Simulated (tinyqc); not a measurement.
Cell-based percolation model of oxide breakdown: two steps of the calculation.

The oxide, of thickness n a, is cut into cubic cells. A cell is defective with the chance l = 1 - exp(-a^3 N), N = N1 (t/1 s)^al. A column of n defective cells breaks the oxide down, and the area holds M = A/a^2 independent columns: 1 - F = (1 - l^n)^M.

Values chosen for this exercise: edge of a cell a = 0.9 nm; cells across the oxide n = 7; area A = 1700 um^2; exponent of defect growth al = 0.71; defect density after 1 s N1 = 7.5e17 cm^-3.

Task 1. Critical defect density. At F = 1 - 1/e: l_c = (1 - exp(-1/M))^(1/n), N_bd = -ln(1 - l_c)/a^3, t63 = (N_bd/N1)^(1/al). W = ln(-ln(1 - F)); for small l, W = ln M + n ln(a^3 N), so the Weibull slope is n al.

Find: thickness; M; l_c; N_bd; N_bd times thickness; t63; n al.

Result 1.

thickness = 6.300 nm
M = 2.099e9
l_c = 0.04659
N_bd = 6.545e19 cm^-3
N_bd times thickness = 4.123e13 cm^-2
t63 = 541.4 s
n al = 4.970

Task 2. The distribution. N, l, F and W = ln(-ln(1 - F)) at each time; the slope is taken between the end points.

t, point 0 to 6 (s): [85, 130, 210, 340, 470, 540, 650]

Find: N; l; F; W; slope.

Result 2.

```
point  N (cm^-3)        l         F       W
0       1.758e19  0.01273  1.138e-4  -9.081
1       2.377e19  0.01718  9.253e-4  -6.985
2       3.341e19  0.02406  0.009746  -4.626
3       4.703e19  0.03371   0.09854  -2.266
4       5.919e19  0.04223    0.3952  -0.687
5       6.532e19  0.04650    0.6274  -0.013
6       7.451e19  0.05287    0.9114   0.885
```

slope = 4.899

The slope is 1.4 % below n al, since l grows a little more slowly than N.

Computed by the program tinyqc: `OMP_NUM_THREADS=1 python tinyqc.py 2070001 2070002 out.jsonl`, one thread of a shared Intel Xeon 2.30GHz, about 0.01 s for the whole run.
